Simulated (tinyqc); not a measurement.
Frequency dispersion of an accumulation capacitance by border traps, distributed model: one step of the calculation.

Traps spread evenly through the insulator exchange electrons with the semiconductor by tunnelling, with tau(x) = t0 exp(2 ka x) at depth x from the interface. The admittance per area Y seen at depth x obeys dY/dx = -Y^2/(i w eps0 eox) + q Nb ln(1 + i w tau)/tau, with Y(0) = i w Cs and w = 2 pi f; the gate sees Y(tox) = G + i w C. Working variable y = Y/(i w), in uF/cm^2. Cox = eps0 eox/tox.

Task. Capacitance and conductance at the gate. Beyond xe the traps are ignored, so 1/y(tox) = 1/y(xe) + (tox - xe)/(eps0 eox); C = Re y, G/w = -Im y, loss tangent G/(w C).

Parameters, values chosen for the exercise; permittivity close to that of hafnium oxide: relative permittivity of the insulator eox = 19.5; insulator thickness tox = 7.9 nm; depth down to which the steps are taken xe = 1.6 nm.

Constants: eps0 = 8.8541878128e-14 F/cm where lengths are in cm. Results are converted to the units shown.

y at xe = 2.5880682-0.1772897i uF/cm^2

Find: y at the gate; C; G/w; loss tangent.

Result.

y at the gate = 1.3326-0.0468i uF/cm^2
C = 1.3326 uF/cm^2
G/w = 0.046844 uF/cm^2
loss tangent = 0.035152

Program tinyqc, `OMP_NUM_THREADS=1 python tinyqc.py 2202083 2202084 out.jsonl`; Intel Xeon 2.30GHz, shared host, one thread, about 0.5 s.
